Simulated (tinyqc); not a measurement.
# Longitudinal sound in a periodic multilayer: transfer matrices, stop bands and folded phonons, step by step

A worked calculation. Computed by tinyqc, a small Python program that keeps every step. Command: `OMP_NUM_THREADS=1 python tinyqc.py 3031536 3031537 out.jsonl multilayer walk`. One thread of a shared host (Intel(R) Xeon(R) Processor @ 2.30GHz), about 0.01 s of CPU time with the checks. Intermediate numbers are printed to about 7 digits and carried at full precision; extremes and crossings named in words are read from the listed rows.

Layers 1 and 2 repeat with period d = d_1 + d_2; waves travel normal to the layers, without loss. State vector (u, s): displacement u and stress divided by omega. Impedances Z = rho v are in 1e6 kg/(m^2 s).

Inputs (values chosen for the exercise, modelled on silicon (layer 1), germanium (layer 2) and silicon (substrate)): density rho_1 = 2.34 g/cm^3; velocity v_1 = 8570 m/s; thickness d_1 = 191 nm; density rho_2 = 5.31 g/cm^3; velocity v_2 = 4880 m/s; thickness d_2 = 303 nm; substrate density = 2.32 g/cm^3; substrate velocity = 8340 m/s; periods N = 20; frequency f = 6.54 GHz.

## Impedances, mean velocity and Bragg frequency

Z = rho v; interface reflection r = (Z_2 - Z_1)/(Z_2 + Z_1) (stress amplitude, from 1 into 2); Bragg frequency f_B = 1/[2 (d_1/v_1 + d_2/v_2)]; long-wave velocity v_eff = d/sqrt[(d_1/v_1)^2 + (d_2/v_2)^2 + (Z_1/Z_2 + Z_2/Z_1)(d_1/v_1)(d_2/v_2)].

Z_1 = 20.0538

Z_2 = 25.9128

Z of the substrate = 19.3488

interface reflection r = 0.1274621

Bragg frequency f_B = 5.925771 GHz

long-wave velocity v_eff = 5817.433 m/s

## Transfer matrix of one period

A layer maps (u, s) by [[cos p, sin p/Z], [-Z sin p, cos p]], p = 2 pi f d_i/v_i; one period is M = M_2 M_1, and cos(q d) = trace(M)/2.

phase p_1 = 0.9158201 rad

phase p_2 = 2.551411 rad

M:
```
[[-0.8476558, -0.01977489],
 [4.429320, -1.076393]]
```

trace(M)/2 = -0.9620243

|trace/2| < 1: f lies in a pass band, with q d = 2.8651 rad (folded into 0 to pi).

## Transmission through N periods

For N periods A = M^N. A wave comes from a thick layer of material 1 and leaves into the substrate (Z_s): transmitted power T = 4 Z_1 Z_s/|Z_1 A_22 + Z_s A_11 - i (Z_1 Z_s A_12 - A_21)|^2, reflected power R = 1 - T.

A = M^N:
```
[[1.015878, -0.04957922],
 [11.10510, 0.4423931]]
```

transmitted power T = 0.8948176

T in decibel = -0.4826548 dB

## The first stop band

Gap m contains m f_B; its edges, where trace(M)/2 = (-1)^m, are found by root search. Weak-contrast estimate of the width: (4 f_B/pi) |r sin(m pi a)|, a = (d_1/v_1)/(d_1/v_1 + d_2/v_2).

lower edge = 5.555777 GHz

upper edge = 6.266842 GHz

width/f_B = 11.99955 %

transmitted power at f_B = 0.001980071

## The first four gaps

The formulas are those given above.

Stop bands (GHz):
```
m  lower edge  upper edge      width  weak-contrast estimate
1     5.55578     6.26684  0.7110655               0.7095377
2    11.37471    12.33350  0.9587867               0.9579014
3    17.49871    18.08391  0.5852001               0.5836636
4    23.61277    23.78330  0.1705370               0.1699346
```

With a = 0.264, gap 2 is the widest and gap 4 the narrowest; gap m closes when m a is a whole number. The weak-contrast estimate misses the first width by -0.2 % at |r| = 0.13. Odd gaps open at the edge of the folded zone (q = pi/d), even ones at its centre.

## Mirror strength against the number of periods

The formulas are those given above.

Transmitted power:
```
N       T at f_B  T at f_B (dB)     T at f
1      0.9595886     -0.1791492  0.9764689
2      0.8596401     -0.6568333  0.9255246
3      0.7239045      -1.403187  0.8675808
4      0.5786602      -2.375764  0.8202925
6      0.3295233      -4.821139  0.7916296
8      0.1703880      -7.685610  0.8589684
12    0.04018369      -13.95950  0.9890445
16   0.008974900      -20.46970  0.8005881
24  4.356661e-04      -33.60846  0.9644565
```

At f_B each further period removes 1.64 dB at large N; 99 % reflection needs N = 16 among these rows. At f, in a pass band, T does not decay with N.

Checks made by the program: trace against Rytov's formula cos p_1 cos p_2 - (1/2)(Z_1/Z_2 + Z_2/Z_1) sin p_1 sin p_2 (relative difference below 1e-10).
